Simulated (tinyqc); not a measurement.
## Potential step from the flux

Inverse problem. On one interval J = (q mu Vt/hx) [nb B(d) - na B(-d)], B(d) = d/(exp(d) - 1), d = (psi_b - psi_a)/Vt. Find psi_b - psi_a, and the step at which J would vanish.

Values chosen for this exercise:
- T = 273 K (temperature)
- mu = 254 cm^2/(V s) (electron mobility)
- na = 7.8e13 cm^-3 (density at the left node)
- nb = 7.5e14 cm^-3 (density at the right node)
- hx = 33 nm (node spacing)

Constants: q = 1.602176634e-19 C, kB = 1.380649e-23 J/K, Vt = kB T/q. Results are converted to the units shown.

J = 81.666077 A/cm^2

Solution. B(d) falls and B(-d) rises with d, so J falls steadily with the step and one value matches. J = 0 needs nb/na = exp(d), the Boltzmann ratio.

psi_b - psi_a = 0.02600 V
step for J = 0 = 0.05325 V

Computed by the program tinyqc: `OMP_NUM_THREADS=1 python tinyqc.py 2220047 2220048 out.jsonl`, one thread of a shared Intel Xeon 2.30GHz, about 0.01 s for the whole run.
